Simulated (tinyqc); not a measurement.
Geometry alone against geometry with stress: oxidation of curved silicon (wires and holes): cylindrical Deal-Grove kinetics with stress-retarded reaction. Computed by tinyqc, a small Python program. Command: `OMP_NUM_THREADS=1 python tinyqc.py 3030053 3030054 out.jsonl wireox walk`. One thread of a shared host (Intel(R) Xeon(R) Processor @ 2.30GHz), about 0.01 s of CPU time with the checks.

Silicon fills r > a and oxide b < r < a. One volume of silicon gives 2.25 volumes of oxide, and the length is fixed.

Inputs (values chosen for the exercise, close to those used for silicon in dry oxygen):
```
quantity                       value        unit
prefactor B0                     822      um^2/h
activation energy E_B           1.23          eV
prefactor (B/A)0            5.64e+06        um/h
activation energy E_A           2.02          eV
starting silicon radius a0        31          nm
starting oxide x_i                 1          nm
viscosity prefactor eta0     3.3e-09        Pa s
viscosity energy E_eta           5.6          eV
critical shear stress s_c         60         MPa
activation volume V_k             13  angstrom^3
temperature T                    950           C
time t                           0.4           h
```

Shape: hole (concave).

Constants: k_B = 8.617333262e-05 eV/K.

Method:
- B = B0 exp(-E_B/(k_B T)), B/A = (B/A)0 exp(-E_A/(k_B T)), eta = eta0 exp(E_eta/(k_B T)); 1 um = 1000 nm.
- Temperatures in kelvin are T(C) + 273.15.
- Geometry: b^2 = b0^2 - 1.25 (a^2 - a0^2), b0 = a0 - x_i.
- Rate of oxide made per interface area: q = 1/[1/k + 2 a |ln(b/a)|/B], and |da/dt| = q/2.25. Reaction k = (B/A) exp(-sigma V_k/(k_B T)). New oxide pushes the old with radial speed u = 1.25 |da/dt| at r = a; the shear stress at radius r is s_c asinh(z a^2/r^2), z = 2 eta u/(a s_c) (Eyring flow), and the compressive normal stress at the interface is sigma = |int_a^b 2 s/r dr| = s_c |F(z) - F(z a^2/b^2)|, F(y) = int_0^y asinh(w)/w dw. q and sigma are solved together. 1 MPa angstrom^3 = 6.241509e-6 eV.
- Integrate da/dt adaptively (tolerance 1e-8); a wire counts as consumed at a = 0.5 nm and a hole as closed at b = 0.5 nm. Planar reference: x^2 + A x = B t + x_i^2 + A x_i, A = B/(B/A).
- A dash marks a stress-free run that has consumed the wire or closed the hole.

B = 7028.61 nm^2/h

B/A = 26.8051 nm/h

low-stress viscosity eta = 3.91153e+14 Pa s

k_B T = 0.105403 eV

Oxide thickness (nm):
```
t (h)  planar  curved, no stress  curved, with stress  a (nm)  sigma (MPa)
0.012   1.319              1.326                1.317  31.138        42.26
0.040   2.060              2.090                2.050  31.454        65.84
0.080   3.111              3.193                3.086  31.893        99.26
0.160   5.190              5.441                5.118  32.728       165.41
0.280   8.250              8.930                8.079  33.885       264.04
0.400  11.244             12.586               10.951  34.938       363.65
0.600  16.099             19.192               15.581  36.488       537.15
0.800  20.798             26.938               20.064  37.805       729.40
```

At 0.8 h the thickness is 1.295 of the planar value from geometry alone and 0.965 with stress. In a hole the oxide is squeezed into a smaller circumference, which thickens it, while the oxidant must spread over a larger interface. Stress and geometry both count. Caution: elasticity of the oxide, stress-dependent diffusion and thin-oxide enhancement are left out.
